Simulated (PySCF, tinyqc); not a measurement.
Worked calculation: CIS and TDHF on RHF in the sto-3g basis, frozen core, for BeH+, spin multiplicity 1. The lowest restricted solution is unstable here: a spin-polarised one lies 0.0122 hartree lower (PySCF). Computed by tinyqc, a small Python program that keeps every step (integrals from PySCF). Settings: charge = 1, multiplicity = 1, basis = sto-3g, method = RHF, frozen orbitals = 1, energy threshold = 1e-10, iteration cap = 84, orthogonalisation = symmetric, start = atomic densities, DIIS depth = 6, TDHF = 1. Command: `OMP_NUM_THREADS=1 python tinyqc.py 23412 23413 out.jsonl` (the two numbers bound the seeds that draw the settings). One thread of a shared host (Intel(R) Xeon(R) Processor @ 2.60GHz), about 0.09 s of CPU time with the checks. The early iterations of the SCF are left out here.

## One-electron integrals

Geometry (angstrom):
```
atom         x         y         z
Be    0.000000  0.000000  0.000000
H     0.000000  0.000000  1.896000
```

Basis sto-3g: exponents (1/bohr^2) and contraction coefficients of normalised primitives:
```
element  l (shell)   exponent  coefficient
Be           s (1)  30.167871     0.154329
Be           s (1)   5.495115     0.535328
Be           s (1)   1.487193     0.444635
Be           s (2)   1.314833    -0.099967
Be           s (2)   0.305539     0.399513
Be           s (2)   0.099371     0.700115
Be           p (3)   1.314833     0.155916
Be           p (3)   0.305539     0.607684
Be           p (3)   0.099371     0.391957
H            s (1)   3.425251     0.154329
H            s (1)   0.623914     0.535328
H            s (1)   0.168855     0.444635
```

Overlap, kinetic and nuclear-attraction integrals over the contracted functions; the nuclear repulsion is the sum of Za Zb / Rab.

nuclear repulsion = 1.11640762 hartree

overlap S, order 1Be 1s, 1Be 2s, 1Be 2px, 1Be 2py, 1Be 2pz, 2H 1s:
```
[[1.000000, 0.259517, 0.000000, 0.000000, 0.000000, 0.020350],
 [0.259517, 1.000000, 0.000000, 0.000000, 0.000000, 0.261954],
 [0.000000, 0.000000, 1.000000, 0.000000, 0.000000, 0.000000],
 [0.000000, 0.000000, 0.000000, 1.000000, 0.000000, 0.000000],
 [0.000000, 0.000000, 0.000000, 0.000000, 1.000000, 0.344864],
 [0.020350, 0.261954, 0.000000, 0.000000, 0.344864, 1.000000]]
```

kinetic energy T (hartree), order 1Be 1s, 1Be 2s, 1Be 2px, 1Be 2py, 1Be 2pz, 2H 1s:
```
[[6.693975, -0.033012, 0.000000, 0.000000, 0.000000, -0.006405],
 [-0.033012, 0.211111, 0.000000, 0.000000, 0.000000, 0.011463],
 [0.000000, 0.000000, 0.660592, 0.000000, 0.000000, 0.000000],
 [0.000000, 0.000000, 0.000000, 0.660592, 0.000000, 0.000000],
 [0.000000, 0.000000, 0.000000, 0.000000, 0.660592, 0.057259],
 [-0.006405, 0.011463, 0.000000, 0.000000, 0.057259, 0.760032]]
```

nuclear attraction V (hartree), order 1Be 1s, 1Be 2s, 1Be 2px, 1Be 2py, 1Be 2pz, 2H 1s:
```
[[-14.840194, -1.971677, 0.000000, 0.000000, -0.008991, -0.153699],
 [-1.971677, -2.588941, 0.000000, 0.000000, -0.091446, -0.590858],
 [0.000000, 0.000000, -2.549505, 0.000000, 0.000000, 0.000000],
 [0.000000, 0.000000, 0.000000, -2.549505, 0.000000, 0.000000],
 [-0.008991, -0.091446, 0.000000, 0.000000, -2.611649, -0.757848],
 [-0.153699, -0.590858, 0.000000, 0.000000, -0.757848, -2.342305]]
```

core Hamiltonian H = T + V (hartree), order 1Be 1s, 1Be 2s, 1Be 2px, 1Be 2py, 1Be 2pz, 2H 1s:
```
[[-8.146219, -2.004690, 0.000000, 0.000000, -0.008991, -0.160104],
 [-2.004690, -2.377830, 0.000000, 0.000000, -0.091446, -0.579395],
 [0.000000, 0.000000, -1.888913, 0.000000, 0.000000, 0.000000],
 [0.000000, 0.000000, 0.000000, -1.888913, 0.000000, 0.000000],
 [-0.008991, -0.091446, 0.000000, 0.000000, -1.951057, -0.700589],
 [-0.160104, -0.579395, 0.000000, 0.000000, -0.700589, -1.582273]]
```

## Two-electron integrals

Functions are numbered as in S; the eight-fold symmetry (ij|kl) = (ji|kl) = (kl|ij) leaves the list below.

Two-electron integrals (ij|kl) in chemists' order, unique and non-zero (hartree):
```
(11|11) 2.298831   (21|11) 0.392036   (21|21) 0.079539   (22|11) 0.570988
(22|21) 0.143041   (22|22) 0.417683   (31|31) 0.014607   (32|31) 0.021888
(32|32) 0.092265   (33|11) 0.569578   (33|21) 0.143083   (33|22) 0.417589
(33|33) 0.449859   (41|41) 0.014607   (42|41) 0.021888   (42|42) 0.092265
(43|43) 0.024249   (44|11) 0.569578   (44|21) 0.143083   (44|22) 0.417589
(44|33) 0.401360   (44|44) 0.449859   (51|51) 0.014607   (52|51) 0.021888
(52|52) 0.092265   (53|53) 0.024249   (54|54) 0.024249   (55|11) 0.569578
(55|21) 0.143083   (55|22) 0.417589   (55|33) 0.401360   (55|44) 0.401360
(55|55) 0.449859   (61|11) 0.030271   (61|21) 0.006142   (61|22) 0.011158
(61|33) 0.011086   (61|44) 0.011086   (61|51) 0.000563   (61|52) 0.001061
(61|55) 0.011306   (61|61) 0.000499   (62|11) 0.104143   (62|21) 0.026635
(62|22) 0.089138   (62|33) 0.085445   (62|44) 0.085445   (62|51) 0.003392
(62|52) 0.023752   (62|55) 0.096432   (62|61) 0.002282   (62|62) 0.033496
(63|31) 0.001987   (63|32) 0.010261   (63|53) 0.003732   (63|63) 0.002398
(64|41) 0.001987   (64|42) 0.010261   (64|54) 0.003732   (64|64) 0.002398
(65|11) 0.124779   (65|21) 0.032201   (65|22) 0.112156   (65|33) 0.105762
(65|44) 0.105762   (65|51) 0.005312   (65|52) 0.036285   (65|55) 0.124819
(65|61) 0.002835   (65|62) 0.046946   (65|65) 0.066840   (66|11) 0.278874
(66|21) 0.072333   (66|22) 0.271499   (66|33) 0.254059   (66|44) 0.254059
(66|51) 0.008883   (66|52) 0.084739   (66|55) 0.305969   (66|61) 0.006220
(66|62) 0.139976   (66|65) 0.204970   (66|66) 0.774606
```

## Orthogonalisation

S = U s U^T; symmetric (Loewdin) form X = U s^(-1/2) U^T, so that X^T S X = 1.

eigenvalues of S: [0.540209, 0.800732, 1.000000, 1.000000, 1.184043, 1.475016]

X, order 1Be 1s, 1Be 2s, 1Be 2px, 1Be 2py, 1Be 2pz, 2H 1s:
```
[[1.027317, -0.140188, 0.000000, 0.000000, -0.005898, 0.019123],
 [-0.140188, 1.058670, 0.000000, 0.000000, 0.040818, -0.153675],
 [0.000000, 0.000000, 1.000000, 0.000000, 0.000000, 0.000000],
 [0.000000, 0.000000, 0.000000, 1.000000, 0.000000, 0.000000],
 [-0.005898, 0.040818, 0.000000, 0.000000, 1.051914, -0.196470],
 [0.019123, -0.153675, 0.000000, 0.000000, -0.196470, 1.082571]]
```

## Iteration 9 (converged): orbitals

converged F (hartree), order 1Be 1s, 1Be 2s, 1Be 2px, 1Be 2py, 1Be 2pz, 2H 1s:
```
[[-4.982434, -1.399454, 0.000000, 0.000000, 0.015932, -0.110958],
 [-1.399454, -0.842101, 0.000000, 0.000000, -0.089396, -0.343831],
 [0.000000, 0.000000, -0.120324, 0.000000, 0.000000, 0.000000],
 [0.000000, 0.000000, 0.000000, -0.120324, 0.000000, 0.000000],
 [0.015932, -0.089396, 0.000000, 0.000000, -0.215366, -0.299541],
 [-0.110958, -0.343831, 0.000000, 0.000000, -0.299541, -0.395915]]
```

Diagonalise F' = X^T F X, C = X C', fill 2 alpha and 2 beta electrons from the bottom; D = 2 C_occ C_occ^T. Each column has its largest component positive (the first on a tie).

F' = X^T F X (hartree):
```
[[-4.874759, -0.701091, 0.000000, 0.000000, 0.014712, 0.027247],
 [-0.701091, -0.533100, 0.000000, 0.000000, -0.025680, -0.228216],
 [0.000000, 0.000000, -0.120324, 0.000000, 0.000000, 0.000000],
 [0.000000, 0.000000, 0.000000, -0.120324, 0.000000, 0.000000],
 [0.014712, -0.025680, 0.000000, 0.000000, -0.133298, -0.229412],
 [0.027247, -0.228216, 0.000000, 0.000000, -0.229412, -0.254083]]
```

orbital energies (hartree): [-4.985200, -0.635993, -0.250820, -0.120324, -0.120324, 0.076775]

coefficients C, order 1Be 1s, 1Be 2s, 1Be 2px, 1Be 2py, 1Be 2pz, 2H 1s:
```
[[0.993023, -0.202966, -0.198046, 0.000000, 0.000000, 0.094448],
 [0.025933, 0.678124, 0.728409, 0.000000, 0.000000, -0.417867],
 [0.000000, 0.000000, 0.000000, -0.561945, 0.827175, 0.000000],
 [0.000000, 0.000000, 0.000000, 0.827175, 0.561945, 0.000000],
 [-0.002010, 0.247220, -0.569712, 0.000000, 0.000000, -0.872429],
 [-0.002757, 0.500336, -0.415272, 0.000000, 0.000000, 0.900971]]
```

D after iteration 9, order 1Be 1s, 1Be 2s, 1Be 2px, 1Be 2py, 1Be 2pz, 2H 1s:
```
[[2.054580, -0.223768, 0.000000, 0.000000, -0.104347, -0.208578],
 [-0.223768, 0.921049, 0.000000, 0.000000, 0.335187, 0.678436],
 [0.000000, 0.000000, 0.000000, 0.000000, 0.000000, 0.000000],
 [0.000000, 0.000000, 0.000000, 0.000000, 0.000000, 0.000000],
 [-0.104347, 0.335187, 0.000000, 0.000000, 0.122243, 0.247397],
 [-0.208578, 0.678436, 0.000000, 0.000000, 0.247397, 0.500687]]
```

Within a degenerate level the vectors are fixed only up to a rotation; this is one choice.

## Convergence

Stop when the energy changes by less than 1e-10 hartree and every element of the error matrix X^T (F D S - S D F) X is below 3e-06.

Course of the cycle:
```
iteration   E (hartree)     change  largest element of the error matrix
1          -12.59791223          -                             1.13e-01
2          -14.55285363  -1.95e+00                             1.54e-01
3          -14.58333015  -3.05e-02                             8.12e-02
4          -14.59762318  -1.43e-02                             8.34e-03
5          -14.59784203  -2.19e-04                             3.82e-03
6          -14.59786518  -2.31e-05                             2.51e-04
7          -14.59786545  -2.71e-07                             2.42e-05
8          -14.59786545  -2.07e-09                             1.85e-07
9          -14.59786545  -7.64e-14                             9.05e-09
```

PySCF RHF in the same basis = -14.59786545 hartree

Converged in 9 iterations.

## Integrals over molecular orbitals

(pq|rs) = sum C_ip C_jq C_kr C_ls (ij|kl), one index at a time.

one-electron integrals over orbitals h = C^T H C (hartree):
```
[[-8.136815, 0.176253, 0.191582, 0.000000, 0.000000, -0.058853],
 [0.176253, -1.956265, -0.088564, 0.000000, 0.000000, 0.239440],
 [0.191582, -0.088564, -1.842321, 0.000000, 0.000000, -0.110295],
 [0.000000, 0.000000, 0.000000, -1.888913, 0.000000, 0.000000],
 [0.000000, 0.000000, 0.000000, 0.000000, -1.888913, 0.000000],
 [-0.058853, 0.239440, -0.110295, 0.000000, 0.000000, -1.653851]]
```

Two-electron integrals over orbitals (pq|rs), unique and non-zero (hartree); the lowest 1 orbital is frozen and left out:
```
(22|22) 0.444451    (32|22) -0.063839   (32|32) 0.069971    (33|22) 0.329855
(33|32) 0.029693    (33|33) 0.416818    (42|42) 0.046570    (43|42) 0.035446
(43|43) 0.047381    (44|22) 0.346130    (44|32) 0.045387    (44|33) 0.376880
(44|44) 0.449859    (52|52) 0.046570    (53|52) 0.035446    (53|53) 0.047381
(54|54) 0.024249    (55|22) 0.346130    (55|32) 0.045387    (55|33) 0.376880
(55|44) 0.401360    (55|55) 0.449859    (62|22) 0.014249    (62|32) -0.057471
(62|33) -0.002490   (62|44) -0.069761   (62|55) -0.069761   (62|62) 0.115146
(63|22) -0.056792   (63|32) 0.066866    (63|33) 0.046649    (63|44) 0.040879
(63|55) 0.040879    (63|62) -0.062292   (63|63) 0.083902    (64|42) -0.024259
(64|43) -0.006365   (64|64) 0.021661    (65|52) -0.024259   (65|53) -0.006365
(65|65) 0.021661    (66|22) 0.451057    (66|32) -0.067761   (66|33) 0.358626
(66|44) 0.349708    (66|55) 0.349708    (66|62) 0.037994    (66|63) -0.058819
(66|66) 0.485999
```

## CIS matrix, singlets

A(ia,jb) = (e_a - e_i) d_ij d_ab + 2 (ia|jb) - (ij|ab).

CIS matrix A, singlet (hartree), order 2>3, 2>4, 2>5, 2>6:
```
[[0.195260, 0.000000, 0.000000, -0.058150],
 [0.000000, 0.262680, 0.000000, 0.000000],
 [0.000000, 0.000000, 0.262680, 0.000000],
 [-0.058150, 0.000000, 0.000000, 0.492002]]
```

## CIS singlet states

dipole integrals <i|r|a> (bohr), order 2>3, 2>4, 2>5, 2>6:
```
[[0.000000, 0.000000, -1.316844],
 [-0.519642, 0.764906, 0.000000],
 [0.764906, 0.519642, 0.000000],
 [0.000000, 0.000000, 0.811660]]
```

Diagonalise A (1 hartree = 27.211386 eV); each vector has its largest component positive (the first on a tie). The transition dipole is mu = sqrt2 sum c_ia <i|r|a>.

singlet excitation energies (eV): [5.014275, 7.147880, 7.147880, 13.687065]

lowest vectors, order 2>3, 2>4, 2>5, 2>6:
```
[[0.982610, 0.000000, 0.000000, -0.185679],
 [0.000000, 0.989292, -0.145947, 0.000000],
 [0.000000, 0.145947, 0.989292, 0.000000],
 [0.185679, 0.000000, 0.000000, 0.982610]]
```

oscillator strengths 2/3 w |mu|^2: [0.321120, 0.299493, 0.299493, 0.728250]

Within a degenerate level the vectors are fixed only up to a rotation; this is one choice.

## TDHF (RPA) singlet states

B(ia,jb) = 2 (ia|jb) - (ib|ja); the squared energies are the eigenvalues of (A - B)(A + B); 1 hartree = 27.211386 eV.

TDHF matrix B, singlet (hartree), order 2>3, 2>4, 2>5, 2>6:
```
[[0.069971, 0.000000, 0.000000, -0.057471],
 [0.000000, 0.046570, 0.000000, 0.000000],
 [0.000000, 0.000000, 0.046570, 0.000000],
 [-0.057471, 0.000000, 0.000000, 0.115146]]
```

squared energies w^2 (hartree^2): [0.030031, 0.066832, 0.066832, 0.232164]

TDHF energies from the positive w^2 (eV): [4.715577, 7.034650, 7.034650, 13.111371]

## CIS matrix, triplets

A(ia,jb) = (e_a - e_i) d_ij d_ab - (ij|ab).

CIS matrix A, triplet (hartree), order 2>3, 2>4, 2>5, 2>6:
```
[[0.055318, 0.000000, 0.000000, 0.056792],
 [0.000000, 0.169540, 0.000000, 0.000000],
 [0.000000, 0.000000, 0.169540, 0.000000],
 [0.056792, 0.000000, 0.000000, 0.261711]]
```

## CIS triplet states

Diagonalise A (1 hartree = 27.211386 eV); each vector has its largest component positive (the first on a tie).

triplet excitation energies (eV): [1.108119, 4.613407, 4.613407, 7.518663]

lowest vectors, order 2>3, 2>4, 2>5, 2>6:
```
[[0.968529, 0.000000, 0.000000, 0.248902],
 [0.000000, 0.998040, -0.062585, 0.000000],
 [0.000000, 0.062585, 0.998040, 0.000000],
 [-0.248902, 0.000000, 0.000000, 0.968529]]
```

Within a degenerate level the vectors are fixed only up to a rotation; this is one choice.

## TDHF (RPA) triplet states

B(ia,jb) = - (ib|ja); the squared energies are the eigenvalues of (A - B)(A + B); 1 hartree = 27.211386 eV.

TDHF matrix B, triplet (hartree), order 2>3, 2>4, 2>5, 2>6:
```
[[-0.069971, 0.000000, 0.000000, 0.057471],
 [0.000000, -0.046570, 0.000000, 0.000000],
 [0.000000, 0.000000, -0.046570, 0.000000],
 [0.057471, 0.000000, 0.000000, -0.115146]]
```

squared energies w^2 (hartree^2): [-0.011148, 0.026575, 0.026575, 0.064391]

TDHF energies from the positive w^2 (eV): [4.435948, 4.435948, 6.905002]

A + B or A - B has a negative eigenvalue: the restricted solution is unstable towards a spin-polarised one, a negative w^2 means an imaginary energy, and the lowest roots have no physical meaning.
